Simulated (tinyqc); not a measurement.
Polytypes and stacking faults of a tetrahedral semiconductor in an axial Ising model with couplings up to third neighbours: one step, computed by the program tinyqc. Command: `OMP_NUM_THREADS=1 python tinyqc.py 3028263 3028264 out.jsonl polytype walk`. One thread of a shared host (Intel(R) Xeon(R) Processor @ 2.30GHz), about 0.01 s of CPU time with the checks.

Each double layer has s = +1 or -1 for the sense of its stacking step; E per pair of atoms = E0 - sum_n J_n <s_i s_(i+n)>, n = 1, 2, 3. Hexagonality h = (1 - <s_i s_(i+1)>)/2.

Problem. Stacking-fault energies. Faults in 2H: the sequences I1 (+), I2 (++), E (+++) are put between perfect repeats; k_n = (layers x C_n of the host) - sum_i s_i s_(i+n). gamma = sum k_n J_n/A, A = (sqrt 3/2) a^2; 1 meV/angstrom^2 = 16.02177 mJ/m^2.

Inputs (values chosen for the exercise, for a model crystal): J1 = -2.2 meV/pair; J2 = -0.57 meV/pair; J3 = 0.11 meV/pair; basal lattice constant a = 3.19 angstrom.

Host polytype: 2H.

fault coefficients k_n, rows I1, I2, E, columns J1, J2, J3:
$$\begin{pmatrix}
-2 & 4 & -6 \\
-4 & 4 & -4 \\
-6 & 4 & -6
\end{pmatrix}$$

Constants: 1 eV/angstrom^2 = 16.02176634 J/m^2.

Give: gamma; energy of the glide fault, I2.

Solution.

gamma (mJ/m^2): I1 2.65, I2 11.05, E 18.65

energy of the glide fault, I2 = 11.05 mJ/m^2

The cheapest is the I1 fault.
